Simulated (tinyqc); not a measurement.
Minimum-mode following (dimer method) and harmonic rate on a two-dimensional model surface: one step, computed by the program tinyqc.

V(x, y) = h u^2 + t x + (kappa/2)(y + c u)^2 with u = x^2/w^2 - 1; the path runs from the minimum near (-w, 0) to that near (w, 0).

Problem. Dimer step 1. Dimer at R with unit axis N = (cos phi, sin phi) and normal T = (-sin phi, cos phi). Gradients g at R +/- delta N and at R +/- delta T give H N and H T by central differences, (g+ - g-)/(2 delta). With C_N = N.H N, C_T = T.H T and b = T.H N, rotate by theta = (1/2) atan2(-2b, C_T - C_N), the angle of least curvature C = (C_N + C_T)/2 - sqrt((C_N - C_T)^2/4 + b^2). Translate along F = -g + 2 (g.N) N if C < 0, else along F = (g.N) N, with the new axis: R(new) = R + eta F, the move limited to 0.2 angstrom.

Inputs (values chosen for the exercise, for a model surface):

| quantity | value | unit |
|---|---|---|
| height h | 1.3 | eV |
| half width w | 1.4 | angstrom |
| transverse stiffness kappa | 3.1 | eV/angstrom^2 |
| curvature c | 0.58 | angstrom |
| tilt t | 0.29 | eV/angstrom |
| half length delta | 0.01 | angstrom |
| step factor eta | 0.046 | angstrom^2/eV |

Surface: curved double well.

R at the start (angstrom): -0.6552640  0.3925758

phi at the start = -35 degrees

Give: C_N, C_T, b; rotation theta; phi after step 1; least curvature C; gradient g; effective force F; R after step 1.

Solution.

C_N, C_T, b (eV/angstrom^2): 1.778  0.768  -2.128

rotation theta = 51.67 degrees

phi after step 1 = 16.67 degrees

least curvature C = -0.9140 eV/angstrom^2

gradient g (eV/angstrom): 1.720  -0.187

effective force F (eV/angstrom): 1.334  1.102

R after step 1 (angstrom): -0.5939  0.4433

The curvature is negative, so the force along the axis is inverted.
